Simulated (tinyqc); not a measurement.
Domain walls in a thin film with perpendicular anisotropy: Bloch, Neel and chiral walls, motion and stripe domains: one step, computed by the program tinyqc. Command: `OMP_NUM_THREADS=1 python tinyqc.py 3013466 3013467 out.jsonl mwall walk`. One thread of a shared host (Intel(R) Xeon(R) Processor @ 2.30GHz), about 0.01 s of CPU time with the checks.

One-dimensional wall: polar angle theta(x), azimuth phi of the moment in the wall (phi = 0 Neel, 90 degrees Bloch). mu_0 = 1.25663706212e-6 T m/A, gamma = 1.76085963023e11 rad/(s T).

Problem. Stripe domains. Dipolar length l = sigma/(mu_0 M_s^2); for t much smaller than the period the domain width is w = 0.955 t exp(pi l/t) (Kaplan and Gehring), given as log10 of w in nm.

Inputs (values chosen for the exercise, for a model film): saturation magnetisation M_s = 597 kA/m; thickness t = 1.8 nm.

wall energy sigma = 5.680589 mJ/m^2

Give: dipolar length l; log10 of the domain width in nm.

Solution.

dipolar length l = 12.683 nm

log10 of the domain width in nm = 9.8491

Domains would exceed a millimetre: any device is a single domain in equilibrium.
